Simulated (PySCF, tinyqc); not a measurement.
Worked calculation: RHF in the sto-3g basis, for H4, spin multiplicity 1. The lowest restricted solution is unstable here: a spin-polarised one lies 0.2015 hartree lower (PySCF). One step of it, computed by the program tinyqc.

Task: Orthogonalisation. S = U s U^T; symmetric (Loewdin) form X = U s^(-1/2) U^T, so that X^T S X = 1.

overlap S, lower triangle:
```
          1H 1s     2H 1s     3H 1s     4H 1s
1H 1s  1.000000
2H 1s  0.200136  1.000000
3H 1s  0.132727  0.044611  1.000000
4H 1s  0.044611  0.132727  0.200136  1.000000
```

Give: eigenvalues of S; X.

Result:

eigenvalues of S: 0.7117  0.8880  1.0228  1.3775

X, lower triangle:
```
         1H 1s    2H 1s    3H 1s   4H 1s
1H 1s   1.0218
2H 1s  -0.1014   1.0218
3H 1s  -0.0652  -0.0032   1.0218
4H 1s  -0.0032  -0.0652  -0.1014  1.0218
```
